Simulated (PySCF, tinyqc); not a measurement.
Inside a calculation. Method: CISD on RHF in the sto-3g basis, for H3+, spin multiplicity 1. The lowest restricted solution is unstable here: a spin-polarised one lies 0.0053 hartree lower (PySCF). Computed by tinyqc, a small Python program that keeps every step (integrals from PySCF). Settings: charge = 1, multiplicity = 1, basis = sto-3g, method = RHF, energy threshold = 1e-10, iteration cap = 85, orthogonalisation = symmetric, start = atomic densities, DIIS depth = 6, ci = CISD, davidson = 1. Command: `OMP_NUM_THREADS=1 python tinyqc.py 27846 27847 out.jsonl` (the two numbers bound the seeds that draw the settings). One thread of a shared host (Intel(R) Xeon(R) Processor @ 2.60GHz), about 0.1 s of CPU time with the checks. The early iterations of the SCF are left out here.

## One-electron integrals

Geometry (angstrom):
```
atom       x       y        z
H     0.0000  0.0000   0.0000
H     0.0000  0.0000   1.1650
H     0.0000  0.0000  -1.1650
```

Basis sto-3g: exponents (1/bohr^2) and contraction coefficients of normalised primitives:
```
element  l (shell)  exponent  coefficient
H            s (1)    3.4253       0.1543
H            s (1)    0.6239       0.5353
H            s (1)    0.1689       0.4446
```

Overlap, kinetic and nuclear-attraction integrals over the contracted functions; the nuclear repulsion is the sum of Za Zb / Rab.

nuclear repulsion = 1.135573 hartree

overlap S, order 1H 1s, 2H 1s, 3H 1s:
$$\begin{pmatrix}
1.0000 & 0.4049 & 0.4049 \\
0.4049 & 1.0000 & 0.0676 \\
0.4049 & 0.0676 & 1.0000
\end{pmatrix}$$

kinetic energy T (hartree), order 1H 1s, 2H 1s, 3H 1s:
$$\begin{pmatrix}
0.7600 & 0.0610 & 0.0610 \\
0.0610 & 0.7600 & -0.0114 \\
0.0610 & -0.0114 & 0.7600
\end{pmatrix}$$

nuclear attraction V (hartree), order 1H 1s, 2H 1s, 3H 1s:
$$\begin{pmatrix}
-2.1205 & -0.7259 & -0.7259 \\
-0.7259 & -1.9007 & -0.1122 \\
-0.7259 & -0.1122 & -1.9007
\end{pmatrix}$$

core Hamiltonian H = T + V (hartree), order 1H 1s, 2H 1s, 3H 1s:
$$\begin{pmatrix}
-1.3605 & -0.6650 & -0.6650 \\
-0.6650 & -1.1406 & -0.1236 \\
-0.6650 & -0.1236 & -1.1406
\end{pmatrix}$$

## Two-electron integrals

Functions are numbered as in S; the eight-fold symmetry (ij|kl) = (ji|kl) = (kl|ij) leaves the list below.

Two-electron integrals (ij|kl) in chemists' order, unique and non-zero (hartree):
```
(11|11) 0.7746   (21|11) 0.2398   (21|21) 0.1007   (22|11) 0.4277
(22|21) 0.2398   (22|22) 0.7746   (31|11) 0.2398   (31|21) 0.0696
(31|22) 0.1235   (31|31) 0.1007   (32|11) 0.0386   (32|21) 0.0138
(32|22) 0.0291   (32|31) 0.0138   (32|32) 0.0023   (33|11) 0.4277
(33|21) 0.1235   (33|22) 0.2269   (33|31) 0.2398   (33|32) 0.0291
(33|33) 0.7746
```

## Orthogonalisation

S = U s U^T; symmetric (Loewdin) form X = U s^(-1/2) U^T, so that X^T S X = 1.

eigenvalues of S: [0.4602, 0.9324, 1.6075]

X, order 1H 1s, 2H 1s, 3H 1s:
$$\begin{pmatrix}
1.1516 & -0.2419 & -0.2419 \\
-0.2419 & 1.0734 & 0.0378 \\
-0.2419 & 0.0378 & 1.0734
\end{pmatrix}$$

## Iteration 9 (converged): orbitals

converged F (hartree), order 1H 1s, 2H 1s, 3H 1s:
$$\begin{pmatrix}
-0.6686 & -0.5173 & -0.5173 \\
-0.5173 & -0.4916 & -0.1793 \\
-0.5173 & -0.1793 & -0.4916
\end{pmatrix}$$

Diagonalise F' = X^T F X, C = X C', fill 1 alpha and 1 beta electrons from the bottom; D = 2 C_occ C_occ^T. Each column has its largest component positive (the first on a tie).

F' = X^T F X (hartree):
$$\begin{pmatrix}
-0.3888 & -0.3559 & -0.3559 \\
-0.3559 & -0.3428 & -0.0077 \\
-0.3559 & -0.0077 & -0.3428
\end{pmatrix}$$

orbital energies (hartree): MO1 -0.8734, MO2 -0.3350, MO3 0.1341

coefficients C, order 1H 1s, 2H 1s, 3H 1s:
$$\begin{pmatrix}
0.5924 & 0.0000 & 1.0451 \\
0.3707 & 0.7323 & -0.7338 \\
0.3707 & -0.7323 & -0.7338
\end{pmatrix}$$

D after iteration 9, order 1H 1s, 2H 1s, 3H 1s:
$$\begin{pmatrix}
0.7019 & 0.4392 & 0.4392 \\
0.4392 & 0.2748 & 0.2748 \\
0.4392 & 0.2748 & 0.2748
\end{pmatrix}$$

## Convergence

Stop when the energy changes by less than 1e-10 hartree and every element of the error matrix X^T (F D S - S D F) X is below 3e-06.

Course of the cycle:
```
iteration  E (hartree)     change  largest element of the error matrix
1            -0.652642          -                             4.10e-02
2            -1.146424  -4.94e-01                             1.80e-02
3            -1.146743  -3.20e-04                             6.20e-03
4            -1.146763  -1.91e-05                             4.64e-03
5            -1.146770  -7.64e-06                             3.83e-03
6            -1.146774  -4.10e-06                             3.32e-03
7            -1.146777  -2.54e-06                             2.96e-03
8            -1.146787  -9.87e-06                             9.96e-07
9            -1.146787  -1.11e-12                             6.99e-08
```

PySCF RHF in the same basis = -1.146787 hartree

Converged in 9 iterations.

## Integrals over molecular orbitals

(pq|rs) = sum C_ip C_jq C_kr C_ls (ij|kl), one index at a time.

one-electron integrals over orbitals h = C^T H C (hartree):
$$\begin{pmatrix}
-1.4090 & 0.0000 & -0.0916 \\
0.0000 & -1.0908 & 0.0000 \\
-0.0916 & 0.0000 & -0.8076
\end{pmatrix}$$

Two-electron integrals over orbitals (pq|rs), unique and non-zero (hartree):
```
(11|11) 0.5356    (21|21) 0.1472    (22|11) 0.4515    (22|22) 0.5117
(31|11) 0.0916    (31|22) -0.0495   (31|31) 0.1417    (32|21) -0.1450
(32|32) 0.1614    (33|11) 0.5417    (33|22) 0.4795    (33|31) 0.0796
(33|33) 0.5755
```

## CISD: determinants and Hamiltonian

Hartree-Fock energy = -1.146787 hartree

Slater-Condon rules over spin orbitals, with the nuclear repulsion added and E(HF) subtracted on the diagonal. Only determinants linked to the reference directly or through others are kept (one block of an abelian symmetry group), so some states are absent.

Occupation strings over the orbitals (2 doubly, a alpha, b beta, 0 empty; spin orbitals ordered 1a 1b 2a 2b ...): 200 a0b b0a 020 002

H - E(HF) between determinants (hartree), order 200, a0b, b0a, 020, 002:
$$\begin{pmatrix}
0.0000 & 0.0000 & 0.0000 & 0.1472 & 0.1417 \\
0.0000 & 0.6075 & -0.1417 & -0.1450 & -0.0120 \\
0.0000 & -0.1417 & 0.6075 & 0.1450 & 0.0120 \\
0.1472 & -0.1450 & 0.1450 & 0.6125 & 0.1614 \\
0.1417 & -0.0120 & 0.0120 & 0.1614 & 1.2426
\end{pmatrix}$$

## CISD: roots

Diagonalise (each vector has its largest component positive (the first on a tie)); all determinants have Ms = 0, so triplets appear too. The lowest singlet root is the correlation energy.

lowest roots of this matrix, relative to E(HF) (hartree): [-0.0445, 0.4651, 0.4658, 0.8701, 1.3136]

lowest vectors, order 200, a0b, b0a, 020, 002:
$$\begin{pmatrix}
0.9714 & 0.1922 & 0.0000 & -0.0412 \\
-0.0407 & 0.3936 & 0.7071 & 0.5786 \\
0.0407 & -0.3936 & 0.7071 & -0.5786 \\
-0.2158 & 0.7864 & 0.0000 & -0.5049 \\
-0.0806 & -0.1862 & 0.0000 & 0.2717
\end{pmatrix}$$

<S^2> of these roots: [0.0000, 0.0000, 2.0000, 0.0000, 0.0000]

weight of the ground state by excitation level 0, 1, 2, ...: [0.9436, 0.0033, 0.0531]
